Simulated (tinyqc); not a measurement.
Which mechanism rules? Model: leakage currents through a thin dielectric. Computed by tinyqc, a small Python program. Command: `OMP_NUM_THREADS=1 python tinyqc.py 3002498 3002499 out.jsonl leak walk`. One thread of a shared host (Intel(R) Xeon(R) Processor @ 2.30GHz), about 0.01 s of CPU time with the checks.

Electrons leave an electrode with Fermi energy E_F above its band bottom; barriers are counted from the Fermi level, and both electrodes are alike.

Inputs (values chosen for the exercise, modelled on SiO2):
```
quantity                           value  unit
barrier height phi_B                2.98    eV
tunnelling mass m                   0.41   m_0
optical permittivity k_o             2.2     -
trap depth phi_t                     1.7    eV
Poole-Frenkel prefactor sigma_0  9.6e-08  S/cm
thickness t                          1.4    nm
electrode Fermi energy E_F           5.3    eV
electrode mass m_e                     1   m_0
voltage V                           0.23     V
temperature T                        398     K
```

Stack: single layer.

Constants: e = 1.602176634e-19 C; eps_0 = 8.8541878128e-12 F/m; k_B = 8.617333262e-05 eV/K; m_0 = 9.1093837015e-31 kg; k_B = 1.380649e-23 J/K; h = 6.62607015e-34 J s; hbar = 1.054571817e-34 J s.

Method:
- Field F = V/t; equivalent oxide thickness 3.9 t/k.
- WKB: a layer of mass m, field F and barrier b(x) = b_0 - e F x gives the exponent (4 sqrt(2 m)/(3 hbar e F)) [b_0^(3/2) - max(b_0 - e F t, 0)^(3/2)] for b_0 > 0; b_0 = barrier - (E - E_F); the transmission is D(E) = exp(-sum of exponents), without image force.
- Tsu-Esaki: J = (e m_e k_B T/(2 pi^2 hbar^3)) int D(E) ln[(1 + exp((E_F - E)/k_B T))/(1 + exp((E_F - eV - E)/k_B T))] dE over the normal energy E (its change with the mass at an interface is neglected) from max(0, E_F - 3 eV) to E_F + largest barrier, by 100 Gauss-Legendre points in each part, split at E_F - 0.3 eV (if inside the range) and E_F + 8 k_B T.
- Schottky emission J = A T^2 exp(-(phi_B - sqrt(e^3 F/(4 pi k_o eps_0)))/k_B T), A = 4 pi e m k_B^2/h^3 with the tunnelling mass; Poole-Frenkel J = sigma_0 F exp(-(phi_t - sqrt(e^3 F/(pi k_o eps_0)))/k_B T); both use the field F of the dielectric.

Current densities (A/cm^2):
```
V (V)  F (MV/cm)  tunnelling    Schottky  Poole-Frenkel
0.046     0.3286       39.11  1.0335e-29     4.8548e-20
0.081     0.5786       68.95  4.1832e-29     1.4005e-18
0.120     0.8571      102.38  1.4343e-28     2.4391e-17
0.160     1.1429      136.94  4.1747e-28     2.7552e-16
0.200     1.4286      171.89  1.0701e-27     2.2627e-15
0.230     1.6429      198.41  2.0402e-27     9.4593e-15
0.280     2.0000      243.34  5.4807e-27     8.3103e-14
0.350     2.5000      308.09  1.9038e-26     1.2533e-12
```

What follows from these numbers?

The largest current is tunnelling from 0.0460 to 0.350 V. Over the table tunnelling grows by 0.9 decades, Schottky by 3.3 and Poole-Frenkel by 7.4. A plot of ln(J/F) against sqrt(F) for the Poole-Frenkel column has the slope 14.92 per sqrt(MV/cm), from which k_o follows; reading it as Schottky emission would give about k_o/4.

Extremes, crossings and ranges named in words are read from the listed rows.
